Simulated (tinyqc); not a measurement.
Debye-Callaway model of lattice thermal conductivity. From kappa back to mass variance Gamma. Computed by tinyqc, a small Python program. Command: `OMP_NUM_THREADS=1 python tinyqc.py 3013476 3013477 out.jsonl callaway inv`. One thread of a shared host (Intel(R) Xeon(R) Processor @ 2.30GHz), about 0.03 s of CPU time with the checks.

Three acoustic branches with one velocity v, cut at omega_D = k_B Theta/hbar; x = hbar omega/(k_B T). v and Theta are separate inputs: Theta cuts off the heat-carrying modes, so C need not reach 3 k_B/V. gamma is an effective value that sets the umklapp rate.

Inputs (values chosen for the exercise, modelled on cadmium telluride):
```
quantity                              value        unit
sound velocity v                       1970         m/s
Debye temperature Theta                 166           K
volume per atom V                        34  angstrom^3
mean atomic mass M                      120           u
effective Grueneisen parameter gamma   2.36           -
umklapp exponent divisor b                2           -
Casimir length L                        140  micrometre
temperature T                            77           K
```

Sample: crystal. Point defects: isotopes. Normal processes: left out.

Constants: k_B = 1.380649e-23 J/K; hbar = 1.054571817e-34 J s; u = 1.6605390666e-27 kg.

Method:
- Gamma is given directly by the isotope mixture. A = V Gamma/(4 pi v^3).
- Rates: point defects A omega^4; umklapp B omega^2 T exp(-Theta/(b T)) with B = hbar gamma^2/(M v^2 Theta). Boundaries: v/L.
- kappa_1 = c int tau_C g dx, g = x^4 e^x/(e^x - 1)^2, c = (k_B/(2 pi^2 v)) (k_B T/hbar)^3, over 0 < x < min(Theta/T, 40), by 96 Gauss-Legendre points in s with x = x_max s^2; tau_C = tau_R, the inverse of the summed rates, and kappa = kappa_1.
- Heat capacity C = 3 c int g dx / v^2; grey free path 3 kappa/(C v); the median free path v tau_C halves kappa_1 when the quadrature points are ordered by free path (each counted at half its weight, interpolated in the logarithm); likewise at 10 % and 90 %.

Task: A run gave the result below. Find the mass variance Gamma, known to lie between 0.00013 and 0.00034.

kappa = 51.85826 W/(m K)

Result:

Each step takes the trial c = (a f_b - b f_a)/(f_b - f_a), f being the result less the target and a, b, c the logarithms of the listed values; c replaces end b, the old b replaces a if the sign of f changed, and otherwise f_a is halved.

Scan of the range:
```
mass variance Gamma  kappa (W/(m K))
1.30e-04                     52.6794
1.53e-04                     52.2323
1.79e-04                     51.7431
2.10e-04                     51.1810
2.47e-04                     50.5382
2.90e-04                     49.8263
3.40e-04                     49.0421
```

False position (Illinois rule, in the logarithm of the input) inside the bracket:
```
step        end a        end b        trial  kappa (W/(m K))
1     1.53000e-04  1.79000e-04  1.72508e-04          51.8637
2     1.79000e-04  1.72508e-04  1.72796e-04          51.8583
3     1.79000e-04  1.72796e-04  1.72804e-04          51.8582
4     1.72796e-04  1.72804e-04  1.72800e-04          51.8583
```

Kappa falls at every point of a 13-point scan of the range (every second point is shown), so one value fits; it is bracketed by 1.53e-4 and 1.79e-4. Answer: mass variance Gamma = 1.728e-4.
